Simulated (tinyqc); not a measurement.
Choosing the offset: vacuum evaporation: vapour pressure, source flux, thickness distribution, purity and step coverage. Computed by tinyqc, a small Python program. Command: `OMP_NUM_THREADS=1 python tinyqc.py 3112137 3112138 out.jsonl evap walk`. One thread of a shared host (Intel(R) Xeon(R) Processor @ 2.30GHz), about 0.01 s of CPU time with the checks.

Molecular flow, unit sticking of the metal, no re-evaporation. The background gas is taken as water vapour (18.015 g/mol, collision diameter 0.37 nm) at 300 K.

Inputs (values chosen for the exercise, modelled on germanium, with constants for the liquid): directionality n = 1; source-to-wafer distance h = 58 cm; wafer radius R = 10 cm.

Method. Rotating wafer, source offset by s and facing upwards: thickness at radius r is the mean over the angle a of (1 + (r^2 + s^2 - 2 r s cos a)/h^2)^(-(n + 3)/2), by 360 equal steps; non-uniformity (max - min)/(max + min) over 21 radii from 0 to R. The curvature at the centre vanishes at s/h = sqrt(2/(n + 3)).

Against the offset:

| s/h | centre thickness | edge over centre | non-uniformity (%) |
|---|---|---|---|
| 0.0 | 1.0000 | 0.9431 | 2.9285 |
| 0.2 | 0.9246 | 0.9511 | 2.5053 |
| 0.4 | 0.7432 | 0.9701 | 1.5153 |
| 0.5 | 0.6400 | 0.9807 | 0.9764 |
| 0.6 | 0.5407 | 0.9904 | 0.4812 |
| 0.7 | 0.4504 | 0.9988 | 0.0591 |
| 0.8 | 0.3718 | 1.0056 | 0.2793 |
| 0.9 | 0.3052 | 1.0108 | 0.5362 |
| 1.1 | 0.2047 | 1.0171 | 0.8464 |

What does the comparison show, and why?

The best row, s/h = 0.7, has 0.059 % against 2.9 % on the axis, at the price of a rate lower by a factor 2.22; the small-wafer optimum is sqrt(2/(n + 3)) = 0.71.

Extremes, crossings and ranges named in words are read from the listed rows.
